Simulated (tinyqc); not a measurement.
## Gate sheet resistance from two finger widths

Inverse problem. At low frequency R = Rsh Wf/(3 L) + B/Wf, where B collects the channel and vertical terms. Find Rsh, B and the width of lowest R.

Values chosen for this exercise:

| symbol | value | unit | meaning |
|---|---|---|---|
| L | 0.51 | um | channel length |

input resistance of single fingers, contacted at one end, of width 0.89 and 4 um (ohm): [435.11008, 131.60131]

Answer. R Wf is a straight line in Wf^2; the minimum of R lies where both terms are equal.

Rsh = 14.0 ohm/square
B = 380 ohm um
width of lowest R = 6.44 um

Numbers from tinyqc (`OMP_NUM_THREADS=1 python tinyqc.py 2262061 2262062 out.jsonl`; about 0.01 s on one thread of a shared Intel Xeon 2.30GHz).
